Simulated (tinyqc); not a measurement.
## Level and width from two currents at zero temperature

Inverse problem. In a resonant-tunnelling diode at zero temperature a sharp resonance at Er = E0 - alpha V between the emitter band edge and Ef carries J = K (pi/2) G Tp (Ef - Er), K = q^3 mw m0/(2 pi^2 hbar^3) (times 1e-4 for A/cm^2 per eV^2), with G its full width and Tp its peak transmission, G Tp taken as constant, and no back flow. Find G Tp and E0.

Values chosen for this exercise; masses and offsets of a made-up heterostructure: mass in the well, spacer and contacts mw = 0.26 m0; Fermi energy of both contacts above their band edges Ef = 0.064 eV; share of the bias at the well alpha = 0.47.

Constants: q = 1.602176634e-19 C, hbar = 1.054571817e-34 J s, m0 = 9.1093837015e-31 kg. Results are converted to the units shown.

J at V = 0.28 and 0.36 V (kA/cm^2): 93.175206  292.23133

Solution. J is linear in V: the slope gives G Tp, and the onset V0, where the line meets zero, gives E0 = Ef + alpha V0.

G Tp = 0.801 meV
E0 = 0.178 eV

Computed by the program tinyqc: `OMP_NUM_THREADS=1 python tinyqc.py 2600101 2600102 out.jsonl`, one thread of a shared Intel Xeon 2.30GHz, about 0.09 s for the whole run.
